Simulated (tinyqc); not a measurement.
Inside a calculation. Model: five-frequency model of solute diffusion by vacancies in an fcc metal. Computed by tinyqc, a small Python program that keeps every step. Command: `OMP_NUM_THREADS=1 python tinyqc.py 3012268 3012269 out.jsonl fivefreq walk`. One thread of a shared host (Intel(R) Xeon(R) Processor @ 2.30GHz), about 0.06 s of CPU time with the checks. Intermediate numbers are printed to about 7 digits and carried at full precision; extremes and crossings named in words are read from the listed rows.

A vacancy next to the solute exchanges with it (w2), jumps to one of 4 sites that also neighbour the solute (w1) or to one of 7 that do not (w3); w4 is the reverse of w3 and w0 the host jump.

Inputs (values chosen for the exercise, for a model solute in a host close to gold):
```
quantity                                       value      unit
barrier E0 (host jump)                         0.741        eV
barrier E1 (vacancy circles the solute)        0.756        eV
barrier E2 (exchange)                          0.729        eV
barrier E3 (dissociation)                      0.749        eV
binding energy E_b (positive for attraction)  -0.038        eV
vacancy formation energy E_f                   0.904        eV
formation entropy S_f                            1.6       k_B
attempt frequency nu                             4.8       THz
lattice constant a                              4.08  angstrom
temperature T                                    539         K
```

Constants: k_B = 8.617333262e-05 eV/K.

## Jump rates

w_i = nu exp(-E_i/(k_B T)); detailed balance gives E4 = E3 - E_b.

rates (1/s): w0 565867.8, w1 409695.7, w2 732686.0, w3 476335.7, w4 210186.1

## Correlation factor

Manning: with y = w4/w0, 7F = 7 - (10 y^4 + 180.5 y^3 + 927 y^2 + 1341 y)/(2 y^4 + 40.2 y^3 + 254 y^2 + 597 y + 436); f2 = (2 w1 + 7F w3)/(2 w2 + 2 w1 + 7F w3). The mean cosine between successive solute jumps follows from f2 = (1 + c)/(1 - c).

y = w4/w0 = 0.3714403

7F = 6.085558

correlation factor f2 = 0.7173024

mean cosine c = -0.1646172

For a tracer of the host all rates are equal and f = 0.7815; here f2 is below that.

## Diffusivities

c_v = exp(S_f - E_f/(k_B T)); host D0 = a^2 c_v w0 x 0.7815; solute D2 = a^2 c_v exp(E_b/(k_B T)) w2 f2; 1 angstrom^2 = 1e-16 cm^2.

vacancy fraction c_v = 1.746852e-08

host diffusivity D0 = 1.285939e-17 cm^2/s

solute diffusivity D2 = 6.743535e-18 cm^2/s

ratio D2/D0 = 0.5244054

The ratio splits into binding 0.441, exchange rate 1.29 and correlation 0.918.

## Solute against host over temperature

The formulas are those given above.

Diffusion:
```
T (K)         f2   D0 (cm^2/s)   D2 (cm^2/s)      D2/D0
350    0.6733643  6.359226e-26  2.313885e-26  0.3638627
404    0.6908919  9.321434e-23  3.905006e-23  0.4189276
458    0.7036445  2.448922e-20  1.141033e-20  0.4659329
539    0.7173024  1.285939e-17  6.743535e-18  0.5244054
620    0.7269263  1.314293e-15  7.514637e-16  0.5717627
701    0.7340582  4.610819e-14  2.816144e-14  0.6107687
782    0.7395489  7.740737e-13  4.980320e-13  0.6433910
```

The apparent activation energy of D2 is 1.677 eV between the coldest rows and 1.675 eV between the hottest; without correlation it would be E_f - E_b + E2 = 1.671 eV, and the host has 1.645 eV. f2 is not small, so the exchange barrier governs.

Checks made by the program: Manning formula against a solved vacancy walk within 5 nearest-neighbour distances (relative difference 1e-03).
